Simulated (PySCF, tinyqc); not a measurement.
Starting guesses with DIIS over 6 matrices: SCF starting guesses in the 3-21g basis, for Be, spin multiplicity 1. Computed by the program tinyqc with PySCF. Command: `OMP_NUM_THREADS=1 python tinyqc.py 110838 110839 out.jsonl`; one thread of a shared host (Intel(R) Xeon(R) Processor @ 2.60GHz), about 0.3 s.

Geometry (angstrom):
```
atom       x       y       z
Be    0.0000  0.0000  0.0000
```

lowest restricted solution found by these runs and by PySCF = -14.486820 hartree

RHF with one setting changed at a time; a run stops when the energy changes by less than 1e-09 hartree and the error matrix is below 1e-5. Starts: the lowest orbitals of the core Hamiltonian, of the Wolfsberg-Helmholz matrix (K = 1.75), projected atomic densities, random orbitals, and the highest orbitals of the core Hamiltonian (a deliberately bad start).

Largest element of the error matrix X^T (FDS - SDF) X:
```
iteration     core  Wolfsberg-Helmholz  atomic densities   random  highest core orbitals
1          5.0e-01             2.7e-01           5.3e-02  1.8e+00                6.7e-02
2          1.2e-01             6.0e-02           1.1e-02  3.1e-01                4.6e-01
3          1.7e-03             4.6e-03           4.5e-04  9.8e-02                4.2e-01
4          1.7e-04             5.5e-05           3.5e-06  1.8e-02                4.4e-01
5          2.7e-07             1.6e-09           3.5e-10  8.2e-03                4.2e-01
6          1.3e-07             7.9e-10                 -  6.9e-03                2.6e-01
8                -                   -                 -  1.7e-03                1.1e-05
10               -                   -                 -  2.1e-04                      -
14               -                   -                 -  3.8e-07                      -
```

How each run ends:
```
run                    iterations  E (hartree)         state
core                            6    -14.48682  lowest found
Wolfsberg-Helmholz              6    -14.48682  lowest found
atomic densities                5    -14.48682  lowest found
random                         14    -14.19484        higher
highest core orbitals           9    -14.48682  lowest found
```

4 of 5 runs reach the lowest restricted solution found, in 5 to 9 iterations (fastest: atomic densities). Ending on a higher stationary point: random; a small error matrix cannot reveal that, and an occupation fixed by the start is kept by symmetry or by the shape of the basin. The first errors are 5e-01, 3e-01, 5e-02, 2e+00, 7e-02. The restricted reference is unstable here: a spin-polarised solution lies 0.0003 hartree lower (PySCF), so results built on it describe a poor reference.
